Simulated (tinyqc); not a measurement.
# From temperature at which regrowth ends back to ramp rate

Model: implant damage, amorphisation by cascade overlap, and solid-phase epitaxial regrowth. Computed by tinyqc, a small Python program. Command: `OMP_NUM_THREADS=1 python tinyqc.py 3111033 3111034 out.jsonl sper inv`. One thread of a shared host (Intel(R) Xeon(R) Processor @ 2.30GHz), about 0.05 s of CPU time with the checks.

Range and width of the damage are inputs. Dynamic annealing enters only through the surviving share f.

Inputs (values chosen for the exercise, modelled on germanium ions in silicon): atomic density N = 49.9 1/nm^3; ion Z1 = 32; ion mass M1 = 72.6 u; target Z2 = 14; target mass M2 = 28.09 u; ion energy E = 40 keV; displacement energy E_d = 16 eV; depth of the damage peak R_d = 29 nm; width of the damage profile s_d = 19 nm; share of defects that survive f = 0.41; critical displaced share x_c = 0.15; dose Q = 3.8e+15 1/cm^2; regrowth prefactor v0 = 5.3e+15 nm/s; regrowth energy E_a = 2.71 eV; anneal temperature = 577 C; rate relative to (100) = 1; peak enhancement by the dopant = 11.

Constants: a_0 = 0.529177210903 angstrom; e^2/(4 pi eps_0) = 14.39964548 eV angstrom; k_B = 8.617333262e-05 eV/K.

Method:
- Robinson partition: eps = E a M2/(Z1 Z2 (e^2/(4 pi eps_0)) (M1 + M2)), a = 0.8853 a_0/sqrt(Z1^(2/3) + Z2^(2/3)); k = 0.0793 Z1^(2/3) Z2^(1/2) (M1 + M2)^(3/2)/((Z1^(2/3) + Z2^(2/3))^(3/4) M1^(3/2) M2^(1/2)); damage energy T_d = E/(1 + k (eps + 0.40244 eps^(3/4) + 3.4008 eps^(1/6))); displacements nu = 0.8 T_d/(2 E_d).
- Displaced share x(z) = f nu Q exp(-(z - R_d)^2/(2 s_d^2))/(sqrt(2 pi) s_d N); the layer is amorphous where x > x_c, between R_d -/+ s_d sqrt(2 ln(x_max/x_c)), the upper edge being cut at the surface. Threshold dose Q_c = Q x_c/x_max.
- v = v0 x orientation factor x exp(-E_a/(k_B T)) x [1 + (enhancement - 1) exp(-(z - R_d)^2/(2 s_d^2))], T = anneal temperature + 273.15 K; the dopant is taken to follow the damage profile; the lower front moves from the lower edge z2 to the surface, or to the middle (z1 + z2)/2 of a buried layer with upper edge z1; time = int dz/v; the equivalent undoped distance is that time times the undoped velocity.
- On a linear ramp from 200 C regrowth ends at the T_f where int v_undoped dT/(ramp rate) equals the equivalent undoped distance.

Task: A run gave the result below. Find the ramp rate, known to lie between 96 and 290 K/s.

temperature at which regrowth ends = 720.1789 C

Result:

Each step takes the trial c = (a f_b - b f_a)/(f_b - f_a), f being the result less the target and a, b, c the logarithms of the listed values; c replaces end b, the old b replaces a if the sign of f changed, and otherwise f_a is halved.

Scan of the range:
```
ramp rate (K/s)  temperature at which regrowth ends (C)
96                                              706.100
115                                             711.319
139                                             716.855
167                                             722.273
201                                             727.803
241                                             733.278
290                                             738.920
```

False position (Illinois rule, in the logarithm of the input) inside the bracket:
```
step    end a    end b    trial  temperature at which regrowth ends (C)
1     139.000  167.000  155.564                                 720.172
2     167.000  155.564  155.600                                 720.179
3     167.000  155.600  155.600                                 720.179
4     155.600  155.600  155.600                                 720.179
```

Temperature at which regrowth ends rises at every point of a 13-point scan of the range (every second point is shown), so one value fits; it is bracketed by 139 and 167. Answer: ramp rate = 155.6 K/s.
